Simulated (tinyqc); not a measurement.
Inside a calculation. Method: Hubbard chain of 3 sites. Computed by tinyqc, a small Python program that keeps every step. Settings: hopping = 1.33, U = 1.1, mixing = 0.2, iteration cap = 50. Command: `OMP_NUM_THREADS=1 python tinyqc.py 28228 28229 out.jsonl` (the two numbers bound the seeds that draw the settings). One thread of a shared host (Intel(R) Xeon(R) Processor @ 2.60GHz), about 0.2 s of CPU time with the checks. Later iterations appear only in the table of the cycle.

## Mean-field iteration 1

one-body matrix (hopping and site energies) (eV), lower triangle:
```
         1        2        3
1   0.1200
2  -1.3300   0.1400
3   0.0000  -1.3300  -0.6700
```

U = 1.1000 eV

electrons, up and down: 2  1

mixing = 0.2000

n(up) at the start (a guess, not normalised): 1 0.9670, 2 0.3670, 3 0.9670

n(down) at the start (a guess): 1 0.0330, 2 0.6330, 3 0.0330

H(up) = T + U n(down), H(down) = T + U n(up); fill the lowest levels; n(new) = n + mixing (n(out) - n); E = tr T (rho up + rho down) + U sum n_up n_down of the output.

levels, up (eV): -1.7250  -0.1939  2.2777

levels, down (eV): -1.2548  0.7784  2.5975

energy = -3.5607 eV

n(up) after iteration 1: 1 0.9245, 2 0.3687, 3 0.9475

n(down) after iteration 1: 1 0.0569, 2 0.6090, 3 0.0932

## Mean-field iteration 2

As before.

levels, up (eV): -1.6971  -0.1545  2.2766

levels, down (eV): -1.2682  0.7463  2.5767

energy = -3.5641 eV

n(up) after iteration 2: 1 0.8899, 2 0.3717, 3 0.9311

n(down) after iteration 2: 1 0.0767, 2 0.5891, 3 0.1415

## Convergence

Each step fills the lowest levels of T + U n(other spin) and sets n(new) = n + mixing (n(out) - n); stop when output and input agree to 1e-8.

Course of the cycle:
```
iteration     E (eV)  largest |n(out) - n(in)|  mean |n_up - n_down|
1          -3.560650                  3.01e-01                0.4250
2          -3.564121                  2.42e-01                0.4173
3          -3.566534                  1.94e-01                0.4106
4          -3.568213                  1.56e-01                0.4049
5          -3.569383                  1.26e-01                0.4001
6          -3.570199                  1.02e-01                0.3960
7          -3.570770                  8.23e-02                0.3926
8          -3.571170                  6.67e-02                0.3896
9          -3.571450                  5.41e-02                0.3871
10         -3.571647                  4.40e-02                0.3850
11         -3.571786                  3.58e-02                0.3832
...              ...                       ...                   ...
40         -3.572119                  1.78e-04                0.3737
41         -3.572119                  1.51e-04                0.3736
42         -3.572119                  1.28e-04                0.3736
43         -3.572119                  1.08e-04                0.3736
44         -3.572119                  9.13e-05                0.3736
45         -3.572119                  7.72e-05                0.3736
46         -3.572119                  6.53e-05                0.3736
47         -3.572119                  5.52e-05                0.3736
48         -3.572119                  4.66e-05                0.3736
49         -3.572119                  3.94e-05                0.3736
50         -3.572119                  3.33e-05                0.3736
```

Not converged within 50 iterations: the residual falls steadily but slowly, by a factor of about 0.85 a step. The lowest mean-field energy found from random starts is -3.57212 eV. Reruns (cap 100 unless said): mixing 0.5: converged in 35 (E = -3.57212); mixing 0.9: converged in 15 (E = -3.57212); the original settings with a cap of 400: converged in 98 (E = -3.57212).

## The many-body Hamiltonian

Basis: all placements (u, d, 2, 0 on each site), up operators ordered before down ones; hops carry the sign of the same-spin electrons passed.

H (eV), lower triangle:
```
         2u0      u20      uud      20u      udu      u02      duu      02u
2u0   1.4800
u20  -1.3300   1.5000
uud   0.0000  -1.3300  -0.4100
20u  -1.3300   0.0000   0.0000   0.6700
udu   0.0000  -1.3300   0.0000  -1.3300  -0.4100
u02   0.0000   0.0000  -1.3300   0.0000  -1.3300  -0.1200
duu   0.0000   0.0000   0.0000  -1.3300   0.0000   0.0000  -0.4100
02u   0.0000   0.0000   0.0000   0.0000  -1.3300   0.0000  -1.3300   0.7100
0u2   0.0000   0.0000   0.0000   0.0000   0.0000  -1.3300   0.0000  -1.3300

         0u2
0u2  -0.1000
```

## Exact diagonalisation (9 states)

Lowest levels of the sector, and the double occupancy of the lowest state.

lowest levels (eV): -3.6100  -1.8933  -1.2680  -0.4100  0.4720  0.6381

double occupancy per site = 0.1842

## The lowest level by Lanczos steps

From a random start vector (not printed): a_j = <q_j|H|q_j>, b_j = norm of the remainder after orthogonalising; the Ritz value is the lowest eigenvalue of the tridiagonal matrix of a and b so far.

Lanczos:
```
j  a_j (eV)  b_j (eV)  lowest Ritz value (eV)
1    0.5549    1.6094                0.554894
2   -0.6502    2.2581               -1.766082
3   -1.0711    1.2833               -3.445285
4    1.7039    1.8122               -3.587581
5    1.7892    1.6224               -3.606296
6    0.3969    1.7225               -3.609256
7    1.0101    0.6440               -3.609929
8   -1.2687    0.2643               -3.609963
9    0.4449         0               -3.609963
```
